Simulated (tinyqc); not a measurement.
Comparisons within one model: finite square well with mass mismatch (envelope functions). A value that a table varies takes the place of the one given here.

A square well of width L and depth V0, mass mw inside and mb outside, energies from the bottom of the well, c = hbar^2/2m0. k = sqrt(mw E/c), kappa = sqrt(mb (V0 - E)/c). psi and psi'/m are continuous at the walls (BenDaniel-Duke), so level n solves k L + 2 atan[(k/mw)/(kappa/mb)] = n pi.

Non-parabolic bands: mw is replaced by mw (1 + alpha_w E) and mb by mb (1 - alpha_b (V0 - E)), in k, kappa and the matching condition alike.

Constants: hbar^2/2m0 = 3.80998211 eV angstrom^2.

Inputs chosen for the exercise (near those of an InGaAs well in InAlAs; not measured data):
```
symbol   value                         unit      meaning
V0       0.521                         eV        barrier height
mw       0.0415                        m0        mass in the well
mb       0.0728                        m0        mass in the barrier
Ls       (21, 26, 33, 41, 51, 64, 80)  angstrom  widths
L        116                           angstrom  well width
alpha_w  1.03                          1/eV      non-parabolicity in the well
alpha_b  0.69                          1/eV      non-parabolicity in the barrier
```

## Width of the well

Levels against L, beside the infinite well E1(hard) = c (pi/L)^2/mw; Pb is the probability of level 1 in the barriers; a dash marks an unbound level.

Levels:
```
L (angstrom)  bound levels  E1 (eV)  E2 (eV)  E1(hard) (eV)     Pb
21                       1   0.2910        -         2.0546  0.357
26                       1   0.2462        -         1.3404  0.273
33                       1   0.1982        -         0.8320  0.195
41                       1   0.1584        -         0.5390  0.139
51                       2   0.1234   0.4678         0.3484  0.095
64                       2   0.0929   0.3675         0.2212  0.062
80                       2   0.0687   0.2753         0.1416  0.040
```

How do the results move?

The infinite well overestimates E1 by a factor 7.06 at 21 angstrom and 2.06 at 80 angstrom. The local exponent d ln E1/d ln L goes from -0.78 (first two rows) to -1.35 (last two), towards the -2 of hard walls, as Pb falls from 0.357 to 0.040. E2 - E1 is largest at 51 angstrom of the widths listed.

## Levels of description

The same well five ways. mb = mw: the barrier takes the mass of the well. psi' continuous: kappa holds mb but the condition drops the masses, k L + 2 atan(k/kappa) = n pi. The last column is measured against BenDaniel-Duke.

Levels (eV):
```
model                E1      E2      E3  E1 - E1(BDD) (meV)
infinite walls   0.0673  0.2694  0.6060                27.6
mb = mw          0.0443  0.1740  0.3740                 4.6
BenDaniel-Duke   0.0398  0.1598  0.3567                 0.0
psi' continuous  0.0485  0.1881  0.3922                 8.8
non-parabolic    0.0420  0.1524  0.3027                 2.2
```

How do the results move?

Hard walls put E1 27.6 meV too high. Ignoring the mass step moves it by +4.6 meV and the wrong matching by +8.8 meV: with mb/mw = 1.75, continuity of psi'/m lets the slope outside be 1.75 times the slope inside, which acts like a softer wall. Non-parabolicity shifts E1 by +2.2 meV, the balance of a heavier mass in the well, which lowers it, and a lighter mass deep in the barrier, which hardens the wall. Among the finite wells the largest departure in E1 is that of the model 'psi' continuous'.

## What each parameter does

Parabolic bands. Pb is the probability of level 1 in the barriers, (A^2/kappa)/(A^2/kappa + L/2 + sin(kL)/(2k)) with A = cos(kL/2). Each row changes one parameter from the base and keeps the others.

Results:
```
case              E1 (eV)  bound levels      Pb  V0 - E1 (eV)
base               0.0398             3  0.0175        0.4812
L = 104 angstrom   0.0469             3  0.0225        0.4741
V0 = 0.443 eV      0.0383             3  0.0211        0.4047
mw = 0.0374 m0     0.0421             3  0.0198        0.4789
mb = 0.0582 m0     0.0416             3  0.0172        0.4794
```

What can be read from the table?

The largest shifts from the base row, up to three for each result and ties (the steps differ in size, so this ranks the rows, not the parameters). E1 (eV): L +0.0072, mw +0.0023, mb +0.0019. bound levels: unchanged at the printed digits by L, V0, mw and mb. Pb: L +0.0049, V0 +0.0035, mw +0.0023. V0 - E1 (eV): V0 -0.0765, L -0.0072, mw -0.0023.

(tinyqc, `OMP_NUM_THREADS=1 python tinyqc.py 1282513 1282514 out.jsonl`, Intel(R) Xeon(R) Processor @ 2.30GHz, 1 thread, shared host, about 0.01 s.)
